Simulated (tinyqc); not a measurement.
# Inputs raised by 10 %, one at a time

Model: leakage currents through a thin dielectric. Computed by tinyqc, a small Python program. Command: `OMP_NUM_THREADS=1 python tinyqc.py 3012067 3012068 out.jsonl leak sens`. One thread of a shared host (Intel(R) Xeon(R) Processor @ 2.30GHz), about 0.2 s of CPU time with the checks.

Electrons leave an electrode with Fermi energy E_F above its band bottom; barriers are counted from the Fermi level, and both electrodes are alike. They cross the interlayer first.

Inputs (values chosen for the exercise, modelled on Ta2O5):
```
quantity                           value  unit
barrier height phi_B                0.86    eV
tunnelling mass m                   0.28   m_0
static permittivity k               23.8     -
optical permittivity k_o            4.37     -
trap depth phi_t                    0.74    eV
Poole-Frenkel prefactor sigma_0  2.1e-05  S/cm
thickness t                           10    nm
electrode Fermi energy E_F             5    eV
electrode mass m_e                   0.5   m_0
voltage V                              5     V
temperature T                        300     K
interlayer thickness t_i             0.8    nm
interlayer barrier phi_i            3.14    eV
interlayer mass m_i                 0.46   m_0
interlayer permittivity k_i          4.3     -
```

Stack: dielectric on an interlayer.

Constants: k_B = 8.617333262e-05 eV/K; m_0 = 9.1093837015e-31 kg; e = 1.602176634e-19 C; hbar = 1.054571817e-34 J s; k_B = 1.380649e-23 J/K; eps_0 = 8.8541878128e-12 F/m; h = 6.62607015e-34 J s.

Method:
- Fields: F_i = V/(t_i + t k_i/k), F = F_i k_i/k; equivalent oxide thickness 3.9 (t/k + t_i/k_i).
- WKB: a layer of mass m, field F and barrier b(x) = b_0 - e F x gives the exponent (4 sqrt(2 m)/(3 hbar e F)) [b_0^(3/2) - max(b_0 - e F t, 0)^(3/2)] for b_0 > 0; b_0 = barrier - (E - E_F), less e F_i t_i for the second layer; the transmission is D(E) = exp(-sum of exponents), without image force.
- Tsu-Esaki: J = (e m_e k_B T/(2 pi^2 hbar^3)) int D(E) ln[(1 + exp((E_F - E)/k_B T))/(1 + exp((E_F - eV - E)/k_B T))] dE over the normal energy E (its change with the mass at an interface is neglected) from max(0, E_F - 3 eV) to E_F + largest barrier, by 100 Gauss-Legendre points in each part, split at E_F - 0.3 eV (if inside the range) and E_F + 8 k_B T.
- The mean energy weights E - E_F by the integrand.
- Schottky emission J = A T^2 exp(-(phi_B - sqrt(e^3 F/(4 pi k_o eps_0)))/k_B T), A = 4 pi e m k_B^2/h^3 with the tunnelling mass; Poole-Frenkel J = sigma_0 F exp(-(phi_t - sqrt(e^3 F/(pi k_o eps_0)))/k_B T); both use the field F of the dielectric and ignore the interlayer.

Runs; columns: (1) input moved; (2) from; (3) to; (4) tunnel current density (A/cm^2); (5) Poole-Frenkel current density (A/cm^2); (6) equivalent oxide thickness (nm); (7) Schottky current density (A/cm^2):
```
(1)                             (2)    (3)        (4)    (5)    (6)      (7)
base run                          -      -  2.374e+05   6.09  2.364  0.00514
barrier height phi_B (eV)      0.86  0.946  2.093e+05   6.09  2.364  0.00018
static permittivity k          23.8  26.18  2.940e+05   3.99  2.215  0.00422
optical permittivity k_o       4.37  4.807  2.374e+05   1.80  2.364  0.00280
thickness t (nm)                 10     11  1.854e+05   2.40  2.528  0.00334
voltage V (V)                     5    5.5  3.298e+05  23.98  2.364  0.00972
temperature T (K)               300    330  2.378e+05   7.63  2.364  0.03898
interlayer thickness t_i (nm)   0.8   0.88  1.152e+05   3.99  2.437  0.00422
```

Exponents ln(y'/y) / ln(x'/x):
```
input                     tunnel current density  Poole-Frenkel current density  equivalent oxide thickness  Schottky current density
barrier height phi_B                      -1.322                          0.000                       0.000                   -34.903
static permittivity k                      2.243                         -4.432                      -0.683                    -2.057
optical permittivity k_o                   0.000                        -12.765                       0.000                    -6.382
thickness t                               -2.593                         -9.742                       0.703                    -4.519
voltage V                                  3.448                         14.388                       0.000                     6.694
temperature T                              0.016                          2.367                       0.000                    21.262
interlayer thickness t_i                  -7.589                         -4.432                       0.317                    -2.057
```

To which inputs is each result most sensitive?

Among the inputs moved here: tunnel current density answers most in size to interlayer thickness t_i (exponent -7.589), next to voltage V (+3.448); its exponent is below 0.0005 for optical permittivity k_o. Its exponent +0.016 in temperature T: tunnelling from the Fermi level is not activated. Poole-Frenkel current density answers most in size to voltage V (exponent +14.388), next to optical permittivity k_o (-12.765); its exponent is below 0.0005 for barrier height phi_B. equivalent oxide thickness answers most in size to thickness t (exponent +0.703), next to static permittivity k (-0.683); its exponent is below 0.0005 for barrier height phi_B, optical permittivity k_o, voltage V, temperature T. Schottky current density answers most in size to barrier height phi_B (exponent -34.903), next to temperature T (+21.262).

Caution (all rows): the field is near or above what such a dielectric withstands; the numbers only show the formulas.
